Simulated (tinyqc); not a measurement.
# Undoped symmetric double-gate MOSFET, analytic potential model: effect of the temperature

An undoped body of thickness ts between two equal insulators and tied gates; long channel, electrons only, n = ni exp((psi - V)/Vt) with V the quasi-Fermi potential (0 at the source, Vd at the drain), constant mobility, no quantisation. Across the body psi(x) = V - 2 Vt ln[(ts/(2 beta)) sqrt(q ni/(2 eps0 eps_r Vt)) cos(2 beta x/ts)], x from the centre. Q is the electron charge per area of the whole body.

Nc and Nv are given at 293 K and scale as (T/293 K)^1.5; Eg and mu are held fixed. ni = sqrt(Nc Nv) exp(-Eg/(2 Vt)), Eg in volts; r = eps_r tox/(eox ts); V0 = dphi + 2 Vt ln[(2/ts) sqrt(2 eps0 eps_r Vt/(q ni))]. beta (between 0 and pi/2) solves (Vg - V0 - V)/(2 Vt) = ln(beta) - ln(cos beta) + 2 r beta tan(beta). Q = 8 eps0 eps_r Vt beta tan(beta)/ts; I = mu (1/L)(4 eps0 eps_r/ts)(2 Vt)^2 [g(beta_s) - g(beta_d)] per width, g = beta tan(beta) - beta^2/2 + r beta^2 tan^2(beta), with beta_s at V = 0 and beta_d at V = Vd.  I(low) is taken at Vg = 0.51 V, Qs and I(high) at Vg = 1.26 V.

Inputs (values chosen for the exercise); material values close to those of gallium arsenide:

| symbol | value | unit | meaning |
|---|---|---|---|
| Eg | 1.43 | eV | band gap |
| eps_r | 12.7 |  | relative permittivity of the semiconductor |
| Nc | 4.3e17 | cm^-3 | conduction-band density of states at the reference temperature |
| Nv | 8.85e18 | cm^-3 | valence-band density of states at the reference temperature |
| eox | 7.67 |  | relative permittivity of the gate insulator |
| tox | 1.7 | nm | insulator thickness |
| ts | 20 | nm | body thickness |
| dphi | 0.09 | V | gate work function less that of the intrinsic body |
| mu | 410 | cm^2/(V s) | channel mobility |
| L | 0.5 | um | gate length |
| Vd | 0.5 | V | drain voltage |

Constants: q = 1.602176634e-19 C, kB = 1.380649e-23 J/K, Vt = kB T/q, eps0 = 8.8541878128e-14 F/cm where lengths are in cm. Results are converted to the units shown.

Result of one run:
```
V0 (V)	I(low) (nA/um)	Qs(high) (nC/cm^2)	I(high) (uA/um)
0.7644	0.05662	2717	480.2
```

Which temperature T gave this result: 220, 280, 340 or 400 K?

T = 280 K.

The whole series:
```
T (K)	V0 (V)	I(low) (nA/um)	Qs(high) (nC/cm^2)	I(high) (uA/um)
220	0.7754	0.001104	2813	489.8
250	0.7700	0.009834	2762	484.1
280	0.7644	0.05662	2717	480.2
310	0.7587	0.2384	2679	477.9
340	0.7529	0.7956	2646	476.7
370	0.7469	2.223	2618	476.7
400	0.7408	5.405	2594	477.7
430	0.7347	11.76	2574	479.4
```

As T goes from 220 to 430 K, I(low) rises from 0.00110 to 11.8 nA/um and I(high) goes from 490 through a minimum of 477 (at T = 370 K among the rows listed) to 479 uA/um. V0 falls from 0.775 to 0.735 V. In every row the surface density at the source at the higher gate voltage passes 0.3 Nc, where Boltzmann statistics fail. In every row mu V/L at the higher gate voltage, with V the smaller of Vd and Vg - V0, passes 3e6 cm/s, so velocity saturation would lower the current. In every row the mobility is held fixed, though a real one changes with T.

Program tinyqc, `OMP_NUM_THREADS=1 python tinyqc.py 2440011 2440012 out.jsonl`; Intel Xeon 2.30GHz, shared host, one thread, about 0.01 s.
